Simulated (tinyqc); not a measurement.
Exact and approximate surface terms: size effects in the resistivity of thin metal films and interconnect lines. Computed by tinyqc, a small Python program. Command: `OMP_NUM_THREADS=1 python tinyqc.py 3010506 3010507 out.jsonl size walk`. One thread of a shared host (Intel(R) Xeon(R) Processor @ 2.30GHz), about 0.01 s of CPU time with the checks.

Electrons lose their drift at surfaces (a share 1 - p of the hits) and at grain boundaries (reflection R), besides bulk scattering.

Inputs (values chosen for the exercise, modelled on tungsten): bulk mean free path lambda = 15.8 nm; specularity p = 0.6.

Geometry: film.

Method. Fuchs-Sondheimer film: rho_b/rho = 1 - (3/(2 kappa))(1 - p) int_0^1 (s - s^3)(1 - exp(-kappa/s))/(1 - p exp(-kappa/s)) ds, f = rho/rho_b, kappa = thickness/lambda, 80 Gauss-Legendre points. Thick-film form 1 + 3 (1 - p)/(8 kappa); thin-film form (4/3)((1 - p)/(1 + p))/(kappa ln(1/kappa)).

Rho/rho_b:

| kappa | h (nm) | exact | thick-film form | thin-film form |
|---|---|---|---|---|
| 0.01 | 0.158 | 9.6108 | 16.000 | 7.2382 |
| 0.02 | 0.316 | 5.9306 | 8.500 | 4.2604 |
| 0.05 | 0.79 | 3.3508 | 4.000 | 2.2254 |
| 0.1 | 1.58 | 2.3252 | 2.500 | 1.4476 |
| 0.2 | 3.16 | 1.7309 | 1.750 | 1.0356 |
| 0.5 | 7.9 | 1.3171 | 1.300 | - |
| 1 | 15.8 | 1.1616 | 1.150 | - |
| 2 | 31.6 | 1.0798 | 1.075 | - |
| 5 | 79 | 1.0309 | 1.030 | - |
| 10 | 158 | 1.0152 | 1.015 | - |

The thick-film form is within 5 % down to kappa = 0.2; at kappa = 0.01 it is 1.66 times the exact value and the thin-film form 0.75 times. The resistivity doubles between 1.58 and 3.16 nm. Rows thinner than about 5 nm only illustrate the formulas.

Extremes, crossings and ranges named in words are read from the listed rows.
